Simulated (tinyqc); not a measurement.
Quasi-harmonic thermal expansion with mode Grueneisen parameters: one step, computed by the program tinyqc. Command: `OMP_NUM_THREADS=1 python tinyqc.py 3013182 3013183 out.jsonl qha walk`. One thread of a shared host (Intel(R) Xeon(R) Processor @ 2.30GHz), about 0.03 s of CPU time with the checks.

A crystal with two atoms a cell; per atom there are 1 transverse acoustic (TA), 1/2 longitudinal acoustic (LA) and 3/2 optical (O) modes. Every frequency of group i scales as nu_i (V/V0)^(-gamma_i). Each group has one frequency. Static energy: E = (9 V0 B0/16) [y^3 B' + y^2 (2 - 4 y)], y = (V0/V)^(2/3) - 1, with pressure P_s = (3 B0/2) (z^7 - z^5) [1 + (3/4)(B' - 4)(z^2 - 1)], z = (V0/V)^(1/3).

Problem. Mode groups at the static volume. For a mode with x = h nu/(k_B T), n = 1/(exp(x) - 1): U = h nu (n + 1/2), C/k_B = x^2 n (n + 1); U_i and C_i sum these over group i with its weight per atom. Phonon pressure P_ph = sum_i gamma_i U_i/V.

Inputs (values chosen for the exercise, modelled on magnesium oxide):
```
quantity                       value             unit
static volume V0                9.34  angstrom^3/atom
frequency nu_TA                 8.42              THz
frequency nu_LA                 12.5              THz
frequency nu_O                  15.1              THz
Grueneisen parameter gamma_TA    1.4                -
Grueneisen parameter gamma_LA    1.6                -
Grueneisen parameter gamma_O     1.6                -
temperature T                    120                K
```

Acoustic groups: Einstein.

Constants: h x 1 THz = 4.135667696 meV; k_B = 8.617333262e-05 eV/K; 1 eV/angstrom^3 = 160.2176634 GPa.

Give: Groups; phonon pressure at V0.

Solution.

Groups:
```
group  h nu_i/(k_B T)  U_i (meV)  C_i (k_B)  gamma_i C_i (k_B)
TA              3.367      18.65     0.4194             0.5871
LA              4.999      13.10    0.08541             0.1367
O               6.039      47.06     0.1310             0.2097
```

phonon pressure at V0 = 2.099 GPa
